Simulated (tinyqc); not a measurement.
Drifting, spreading and decaying minority pulse (Haynes-Shockley), explicit time steps: two steps of the calculation.

Low injection in a uniform field: dn/dt = D d2n/dx2 - v dn/dx - n/tau with D = mu Vt and v = mu F towards +x. Exact solution on an infinite bar for a Gaussian start at x0: n = N0 exp(-t/tau) exp(-(x - x0 - v t)^2/(2 s^2))/sqrt(2 pi s^2), s^2 = s0^2 + 2 D t.

Parameters, values chosen for the exercise; mobility close to that of gallium arsenide at room temperature:
```
symbol,value,unit,meaning
T,300,K,temperature
mu,399,cm^2/(V s),minority-carrier mobility
F,40,V/cm,sweep field along the drift
hx,4.4,um,mesh step
tau,8.7e-8,s,lifetime
dt,3.8e-9,s,time step
```

Constants: q = 1.602176634e-19 C, kB = 1.380649e-23 J/K, Vt = kB T/q. Results are converted to the units shown.

Task 1. Coefficients of the scheme. Exponentially fitted fluxes: d = F hx/Vt, B(d) = d/(exp(d) - 1), k = D dt/hx^2; (L n)_i = a n_(i-1) + b n_i + c n_(i+1) with a = k B(-d), c = k B(d), b = -a - c - dt/tau. Explicit steps keep n positive for dt up to 1/[(D/hx^2)(B(d) + B(-d)) + 1/tau].

Give: D; v; d; a; b; c; positivity limit of dt.

Result 1.

D = 10.31 cm^2/s
v = 1.596e4 cm/s
d = 0.6808
a = 0.2791
b = -0.4641
c = 0.1413
positivity limit of dt = 8.187e-9 s

Task 2. Densities after a time step. (L n)_i = a n_(i-1) + b n_i + c n_(i+1), n = 0 beyond the ends. Explicit step: n(new) = n + L n.

a = 0.27914115
b = -0.46412410
c = 0.14130479
n at t = 0, node 1 to 9 (in units of 1e12 cm^-3): [0.0864852, 0.6492382, 2.1761132, 3.2566717, 2.1761132, 0.6492382, 0.0864852, 0.0051439, 0.0001366]

Wanted: n at t = 1 dt.

Result 2.

n at t = 1 dt, node 1 to 9 (in units of 1e12 cm^-3): [0.138, 0.680, 1.808, 2.660, 2.167, 0.968, 0.228, 0.027, 0.002]

Computed by the program tinyqc: `OMP_NUM_THREADS=1 python tinyqc.py 2310123 2310124 out.jsonl`, one thread of a shared Intel Xeon 2.30GHz, about 0.01 s for the whole run.
